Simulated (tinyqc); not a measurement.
# Changing the shear strain e_s

Model: valley-orbit splitting of a donor ground state, with strain. Computed by tinyqc, a small Python program. Command: `OMP_NUM_THREADS=1 python tinyqc.py 3005632 3005633 out.jsonl valleyorbit sweep`. One thread of a shared host (Intel(R) Xeon(R) Processor @ 2.30GHz), about 0.01 s of CPU time with the checks.

The basis is the 1s envelope in each valley; energies are counted from the unstrained conduction-band edge. The strain is e_s (a a^T - 1/3) for the unit stress axis a, so valley j along n_j moves by Xi_u e_s w_j with w_j = (n_j.a)^2 - 1/3: +2/3 for [111], -2/9 for the others.

Inputs (values chosen for the exercise, modelled on donors in germanium):
```
quantity,value,unit
single-valley binding energy E_0,10.2,meV
central-cell shift Lambda,0.26,meV
coupling Delta_1,0.64,meV
shear deformation potential Xi_u,16.5,eV
temperature T,30,K
donor density N_D,1.4e+14,cm^-3
density-of-states mass of one valley m_e,0.218,m_0
```

Valleys: four along <111>. Stress axis: [111].

Constants: k_B = 8.617333262e-05 eV/K; m_0 = 9.1093837015e-31 kg; k_B = 1.380649e-23 J/K; h = 6.62607015e-34 J s.

Method:
- H_jj = -(E_0 + Lambda) + Xi_u e_s w_j; H_jk = -Delta_1 between any two valleys.
- Diagonalise H; the ground vector has positive components. The density at the nucleus, and so the contact hyperfine coupling, scales as (sum_j c_j)^2/(number of valleys), which is 1 without strain; the envelopes are held fixed.
- The binding energy is counted from the lowest valley edge, min_j Xi_u e_s w_j; the gap is from the ground state to the next level.
- z = sum over levels of exp(-(E - E_ground)/k_B T), the ground-state share being 1/z; N_c = 2 (2 pi m_e k_B T/h^2)^(3/2) sum_j exp(-(shift_j - lowest shift)/k_B T); n1 = N_c/(2 z) exp(-binding/k_B T), binding = lowest shift - E_ground; without compensation n = 2 N_D/(1 + sqrt(1 + 4 N_D/n1)) (Boltzmann statistics; p and higher states left out).

One run for each value:
```
shear strain e_s,hyperfine ratio A/A_0,binding energy under strain (meV),gap to the first excited state (meV),free electrons n (cm^-3)
0.00002,0.99781,12.313,2.4926,1.1807e+14
0.00004,0.99226,12.256,2.4358,1.1808e+14
0.00008,0.97581,12.167,2.3467,1.1809e+14
0.00016,0.93915,12.052,2.2320,1.1812e+14
0.00032,0.88505,11.939,2.1191,1.1821e+14
0.00063,0.83392,11.856,2.0355,1.1836e+14
0.00130,0.79543,11.800,1.9802,1.1852e+14
0.00250,0.77483,11.772,1.9524,1.1861e+14
0.00500,0.76275,11.756,1.9365,1.1866e+14
```

Over the rows, hyperfine ratio A/A_0 falls from 0.998 to 0.763 (exponent d ln y / d ln x -0.0081 between the first rows and -0.023 between the last); binding energy under strain (meV) falls from 12.3 to 11.8 (exponent d ln y / d ln x -0.0067 between the first rows and -0.0019 between the last); gap to the first excited state (meV) falls from 2.49 to 1.94 (exponent d ln y / d ln x -0.033 between the first rows and -0.012 between the last). Strain moves the ground state into the lowered valleys, so fewer valleys add in phase at the nucleus and less valley-orbit energy is gained.

Extremes, crossings and ranges named in words are read from the listed rows.
